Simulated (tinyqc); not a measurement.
# Changing the Huang-Rhys factor S

Model: non-radiative capture by multiphonon emission, one effective mode. Computed by tinyqc, a small Python program. Command: `OMP_NUM_THREADS=1 python tinyqc.py 3016735 3016736 out.jsonl capture sweep`. One thread of a shared host (Intel(R) Xeon(R) Processor @ 2.30GHz), about 0.05 s of CPU time with the checks.

The initial state (free carrier plus empty centre) lies dE above the final state; both have the same frequency and are displaced by dQ.

Inputs (values chosen for the exercise, with mass, screening and phonons like those of AlN):
```
quantity,value,unit
energy released dE,1.19,eV
phonon energy hbar omega,74.5,meV
electron-phonon coupling W,0.016,eV/(u^(1/2) angstrom)
cell volume V,1610,angstrom^3
degeneracy g,4,-
broadening b,44,meV
carrier mass m,2.57,m_0
dielectric constant eps,8.22,-
temperature T,500,K
defect density N_t,2e+15,cm^-3
```

Centre: repulsive.

Constants: hbar^2/u = 4.18015928e-03 eV angstrom^2; k_B = 8.617333262e-05 eV/K; hbar = 6.582119569e-16 eV s; Ry = 13.605693123 eV; k_B = 1.380649e-23 J/K; m_0 = 9.1093837015e-31 kg.

Method:
- dQ = sqrt(2 S (hbar^2/u)/hbar omega); relaxation energy lambda = S hbar omega; phonons needed P = dE/hbar omega; classical barrier E_b = (dE - lambda)^2/(4 lambda); occupation n = 1/(exp(hbar omega/k_B T) - 1).
- Huang-Rhys weight for a net emission of p phonons: L_p = exp(-S (2n + 1)) ((n + 1)/n)^(p/2) I_p(2 S sqrt(n (n + 1))), I_p the modified Bessel function.
- M_p = sum_m w_m <m_i|Q|(m + p)_f>^2 with Q counted from the final minimum and Boltzmann weights w_m for m = 0..24; <m_i|Q|k_f> = sqrt((hbar^2/u)/(2 hbar omega)) [sqrt(k) <m|k-1> + sqrt(k+1) <m|k+1>], with overlaps of oscillators displaced by d = sqrt(2 S) summed on 1500 points from -16 to 16 + d.
- The delta function is a Gaussian of standard deviation b at dE - p hbar omega.
- C_0 = V (2 pi/hbar) g W^2 sum_p M_p Gaussian_p. The sum runs over the seven p from round(P) - 3 to round(P) + 3; 1 angstrom^3 = 1e-24 cm^3.
- Sommerfeld factor of a repulsive centre: s(k) = 2 pi nu/(exp(2 pi nu) - 1), nu = sqrt(Ry*/E), Ry* = Ry m/eps^2, averaged over (2/sqrt(pi)) sqrt(x) exp(-x) dx with x = E/k_B T = t^2 (trapezoid, t to 6 in steps of 0.01).
- C = s C_0; v = sqrt(3 k_B T/m); sigma = C/v; tau = 1/(C N_t).

One run for each value:
```
Huang-Rhys factor S,capture coefficient C (cm^3/s),classical barrier E_b (eV),dQ (u^(1/2) angstrom)
1.9,1.859e-19,1.941,0.462
2.4,2.862e-18,1.430,0.519
3.0,3.432e-17,1.045,0.580
3.7,3.075e-16,0.758,0.644
4.6,2.505e-15,0.524,0.718
5.8,1.834e-14,0.332,0.807
7.2,8.948e-14,0.199,0.899
9.0,3.317e-13,0.101,1.005
11.0,7.770e-13,0.042,1.111
```

Over the rows, capture coefficient C (cm^3/s) rises from 1.86e-19 to 7.77e-13 (exponent d ln y / d ln x 12 between the first rows and 4.2 between the last); classical barrier E_b (eV) falls from 1.94 to 0.0419 (exponent d ln y / d ln x -1.3 between the first rows and -4.4 between the last); dQ (u^(1/2) angstrom) rises from 0.462 to 1.11 (exponent d ln y / d ln x about 0.50 throughout). The barrier vanishes where S equals the number of phonons needed, dE/hbar omega = 16.0.

Caution (rows 1.90, 2.40, 3.00): the largest term is not the one nearest energy conservation, so C_0 depends strongly on the broadening b. Caution (all rows): the effective Bohr radius is under 10 angstrom, so the effective-mass Sommerfeld factor is rough.

Extremes, crossings and ranges named in words are read from the listed rows.
